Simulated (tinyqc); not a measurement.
Stretching all distances: RHF, UHF, MP2, CISD and CCSD against full CI in the 6-31g basis, for HeH+, spin multiplicity 1. Computed by the program tinyqc with PySCF. All coordinates are multiplied by the scale. c0^2 is the weight of the RHF determinant in the lowest singlet FCI state (UHF is spin-contaminated and may lie near states of higher spin) and n(LUMO) the first natural occupation beyond the occupied space.

Geometry (angstrom):
```
atom       x       y       z
He    0.0000  0.0000  0.0000
H     0.0000  0.0000  0.7300
```

Full CI energy (hartree) and errors against it (kcal/mol):
```
scale   distance 1-2 (angstrom)     E(FCI)      RHF      UHF     MP2    CISD    CCSD  <S^2> UHF    c0^2  n(LUMO)
0.9500                   0.6935  -2.928042  13.8565  13.8565  3.3893  0.0000  0.0000     0.0000  0.9929   0.0126
1.2300                   0.8979  -2.925777  14.0057  14.0057  3.5816  0.0000  0.0000     0.0000  0.9912   0.0155
1.5000                   1.0950  -2.907846  13.1506  13.1506  3.4440  0.0000  0.0000     0.0000  0.9911   0.0157
1.7800                   1.2994  -2.892834  11.9873  11.9873  3.1565  0.0000  0.0000     0.0000  0.9920   0.0140
2.0600                   1.5038  -2.883182  11.0061  11.0061  2.8824  0.0000  0.0000     0.0000  0.9933   0.0120
2.3400                   1.7082  -2.877403  10.3362  10.3362  2.6844  0.0000  0.0000     0.0000  0.9943   0.0106
2.6100                   1.9053  -2.874185   9.9399   9.9399  2.5619  0.0000  0.0000     0.0000  0.9949   0.0097
2.8900                   2.1097  -2.872320   9.7021   9.7021  2.4852  0.0000  0.0000     0.0000  0.9952   0.0092
```

What does the comparison show, and why?

UHF stays equal to RHF over this range. The weight c0^2 goes from 0.99 to 1.00 and n(LUMO) from 0.01 to 0.01: one determinant still serves, as it does when a bond breaks into closed-shell fragments or is not yet far stretched. The spread of the error along the curve, which distorts its shape, is CISD 0.0, CCSD 0.0, MP2 1.1, RHF 4.3, UHF 4.3 kcal/mol. With two electrons CISD and CCSD are exact.
